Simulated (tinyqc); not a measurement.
Worked calculation: coherent transport through a tight-binding region between two chains. Computed by tinyqc, a small Python program that keeps every step. Settings: temperature = 300, mu = 0.07. Command: `OMP_NUM_THREADS=1 python tinyqc.py 25594 25595 out.jsonl` (the two numbers bound the seeds that draw the settings). One thread of a shared host (Intel(R) Xeon(R) Processor @ 2.60GHz), about 0.08 s of CPU time with the checks.

## Transmission at E = -0.83 eV

H of the central region (eV):
$$\begin{pmatrix}
0.000000 & -2.210000 & 0.000000 & 0.000000 & 0.000000 \\
-2.210000 & 1.260000 & -0.660000 & 0.000000 & 0.000000 \\
0.000000 & -0.660000 & 1.260000 & -0.650000 & 0.000000 \\
0.000000 & 0.000000 & -0.650000 & 1.260000 & -2.210000 \\
0.000000 & 0.000000 & 0.000000 & -2.210000 & 0.000000
\end{pmatrix}$$

Leads: semi-infinite chains with site energy 0:
```
parameter                           value
lead hopping t (eV)              2.870000
coupling to the left lead (eV)   0.220000
coupling to the right lead (eV)  0.260000
left contact site                       1
right contact site                      5
```

E = -0.830000 eV

Surface Green function g = (E - i sqrt(4 t^2 - E^2)) / (2 t^2); self-energy tc^2 g on each contact site; G = (E - H - Sigma)^(-1); Gamma = -2 Im Sigma; T = Gamma_L Gamma_R |G_LR|^2; local density of states -Im G_ii / pi.

g = -0.050383-0.344770i 1/eV

G (1/eV):
$$\begin{pmatrix}
0.570130-0.005617i & 0.665938-0.006408i & 0.199733-0.001484i & -0.033964+0.001735i & -0.090865+0.002078i \\
0.665938-0.006408i & 0.249320-0.007428i & 0.074781-0.002064i & -0.012705+0.000906i & -0.034010+0.001464i \\
0.199733-0.001484i & 0.074781-0.002064i & -0.431997-0.001566i & 0.073494-0.002941i & 0.196562-0.002320i \\
-0.033964+0.001735i & -0.012705+0.000906i & 0.073494-0.002941i & 0.249213-0.010376i & 0.666554-0.008948i \\
-0.090865+0.002078i & -0.034010+0.001464i & 0.196562-0.002320i & 0.666554-0.008948i & 0.572549-0.007779i
\end{pmatrix}$$

local density of states (1/eV): [0.001788, 0.002364, 0.000499, 0.003303, 0.002476]

transmission = 0.000013

## Transmission across the band

The same steps on a grid of energies.

T(E):
```
E (eV)              T
-5.45300000  1.58e-11
-4.90770000  1.28e-10
-4.36240000  6.83e-10
-3.81710000  3.82e-09
-3.27180000  2.73e-08
-2.72650000  3.34e-07
-2.18120000  0.000018
-1.63590000  0.060822
-1.09060000  0.000030
-0.54530000  0.000008
0.00000000   0.000008
0.54530000   0.000023
1.09060000   0.045553
1.63590000   0.000039
2.18120000   0.000035
2.72650000   0.000500
3.27180000   0.005084
3.81710000   2.00e-06
4.36240000   7.55e-08
4.90770000   6.03e-09
5.45300000   4.28e-10
```

levels of the isolated region (eV): [-1.774750, -1.668043, 1.077932, 2.928043, 3.216819]

## Current

I = (2e/h) int T(E) [f(E - mu - V/2) - f(E - mu + V/2)] dE at 300 K with mu = 0.07 eV, the bias not changing H; 2e^2/h = 77.48092 microsiemens; the integral runs over the band on 4001 points.

Current:
```
V (volt)  I (microampere)
0.010000         0.000006
0.050000         0.000032
0.100000         0.000064
0.200000         0.000130
0.400000         0.000266
0.800000         0.000594
```
